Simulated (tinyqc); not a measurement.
Free-carrier optics of a doped semiconductor (Drude model), step by step. Values are carried at full precision from step to step, so a last printed digit may differ when a step is redone from the rounded ones.

eps(E) = ei [1 - Ep^2/(E^2 + i E Gam)], with Ep^2 = 8 pi c (e^2/(4 pi eps0)) N/(m ei), c = hbar^2/2m0, N in 1/angstrom^3 (1e-24 per 1/cm^3); Gam = hbar/tau, tau = mu m m0/e with m0/e = 5.685630e-12 kg/C and mu in m^2/(V s). Energies in meV.

Constants: hbar^2/2m0 = 3.80998211 eV angstrom^2; e^2/(4 pi eps0) = 14.39964547 eV angstrom; hbar = 6.58211957e-16 eV s; hbar c = 1973.269805 eV angstrom.

Parameters, chosen for this exercise (mass and dielectric values near those of Ge; N and mu are free inputs; interband absorption and the rise of the mass with filling are left out; the results hold for these values, not for the real material):
- N = 3.1e+17 1/cm^3 (carrier density)
- m = 0.126 m0 (conductivity mass)
- mu = 2000 cm^2/(V s) (mobility)
- ei = 15.63 (high-frequency dielectric constant)
- E = 28.8 meV (photon energy)

## Plasma energy and damping

Evaluate Ep, tau, Gam, the plasma wavelength hc/Ep (hc = 1239.841984 eV nm) and the dc resistivity 1/(e N mu), e = 1.602176634e-19 C.

Ep = 14.732 meV
tau = 143.28 fs
Gam = 4.594 meV
plasma wavelength = 84.16 micrometre
rho = 0.0101 ohm cm

Ep/Gam = 3.21: the edge is smeared by scattering.

## Dielectric function at one energy

Insert the numbers.

free-carrier term = -3.9885+0.6362i
eps = 11.6415+0.6362i

## Optical constants

n + i k = sqrt(eps1 + i eps2) with k >= 0; R = ((n - 1)^2 + k^2)/((n + 1)^2 + k^2) at normal incidence from vacuum; alpha = 2 E k/(hbar c), times 1e8 for 1/cm; loss function Im(-1/eps) = eps2/(eps1^2 + eps2^2).

Convert eps at the photon energy E (in meV) into the optical constants.

n = 3.4132
k = 0.0932
R = 0.2993
alpha = 272 1/cm

Light of this energy penetrates 1/alpha = 36.8 micrometre.

## Checks

- Integral of E eps2 of the free-carrier term against (pi/2) ei Ep^2 (meV^2): both 5328.8.

Computed by tinyqc, a small Python program: `OMP_NUM_THREADS=1 python tinyqc.py 1680051 1680052 out.jsonl` (the numbers bound the seed that draws the inputs); one thread of a shared host (Intel(R) Xeon(R) Processor @ 2.30GHz), about 0.01 s for the whole set of steps.
